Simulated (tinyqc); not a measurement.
Raising U: Hubbard chain of 4 sites, mean field against exact. Computed by the program tinyqc. 

one-body matrix (hopping and site energies) (eV):
```
         1        2        3        4
1   0.0000  -0.8700   0.0000   0.0000
2  -0.8700   0.0000  -0.8700   0.0000
3   0.0000  -0.8700   0.0000  -0.8700
4   0.0000   0.0000  -0.8700   0.0000
```

electrons, up and down: 2  1

Collinear unrestricted mean field (the lowest of 40 random starts) against exact diagonalisation.

Exact and mean-field results (eV):

| U | U/t | E exact | E mean field | mean \|n_up - n_down\| | double occupancy, exact | first gap in the sector |
|---|---|---|---|---|---|---|
| 0.4300 | 0.4943 | -3.150042 | -3.140000 | 0.2500 | 0.1111 | 0.8572 |
| 0.8700 | 1.0000 | -2.966617 | -2.926372 | 0.2500 | 0.0974 | 0.8230 |
| 1.7400 | 2.0000 | -2.670496 | -2.523729 | 0.2500 | 0.0736 | 0.7273 |
| 2.6100 | 3.0000 | -2.448426 | -2.173074 | 0.3772 | 0.0550 | 0.6292 |
| 3.4800 | 4.0000 | -2.282127 | -1.906456 | 0.4977 | 0.0414 | 0.5439 |
| 5.2200 | 6.0000 | -2.058892 | -1.582819 | 0.6262 | 0.0246 | 0.4172 |
| 6.9600 | 8.0000 | -1.921019 | -1.459065 | 0.7278 | 0.0159 | 0.3334 |
| 10.4400 | 12.0000 | -1.764694 | -1.381451 | 0.7408 | 0.0079 | 0.2346 |
| 17.4000 | 20.0000 | -1.627570 | -1.320751 | 0.7468 | 0.0031 | 0.1456 |

In absolute terms mean field is worst at U/t = 6.0, 0.476 eV too high: at small U it is nearly exact, and at large U it still misses the motion of the hole through a fluctuating spin background. Relative to the exact energy its error is 0.3 % at the smallest U, 24 % at most and 19 % at the largest. The double occupancy falls from 0.111 to 0.003.
